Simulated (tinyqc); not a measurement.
Thermal, flicker and telegraph noise of a field-effect transistor: one step, computed by the program tinyqc.

Strong inversion, threshold roll-off and channel-length modulation left out; noise sources are uncorrelated and are given as one-sided spectral densities. The drain voltage is 50 mV.

Question. Flicker noise. C_ox = 3.9 eps_0/t; I = mu C_ox (W/L) V_ov V_D; g_m = I/V_ov; g_d0 = I/V_D. Tunnelling length lambda = hbar/(2 sqrt(2 m_ox phi)); flat-band noise S_Vfb = e^2 k_B T lambda N_t/(W L C_ox^2 f). S_I = g_m^2 S_Vfb.

Inputs (values chosen for the exercise, modelled on a silicon n-channel):
```
quantity                        value         unit
width W                          0.47   micrometre
length L                          180           nm
electrical oxide thickness t      4.6           nm
mobility mu                       180   cm^2/(V s)
overdrive V_ov                   0.36            V
oxide trap density N_t        1.3e+18  1/(eV cm^3)
oxide barrier phi                 2.3           eV
oxide mass m_ox                  0.31          m_0
frequency f                        20           Hz
temperature T                     400            K
```

Operating region: linear. Flicker model: number fluctuation.

drain current I = 6.350762 microampere

Constants: eps_0 = 8.8541878128e-12 F/m; hbar = 1.054571817e-34 J s; m_0 = 9.1093837015e-31 kg; e = 1.602176634e-19 C; k_B = 8.617333262e-05 eV/K.

Give: tunnelling length lambda; S_Vfb; flicker S_I; flicker S_I/I^2.

Answer.

tunnelling length lambda = 1.156 angstrom

S_Vfb = 1.394e-09 V^2/Hz

flicker S_I = 4.339e-19 A^2/Hz

flicker S_I/I^2 = 1.076e-08 1/Hz
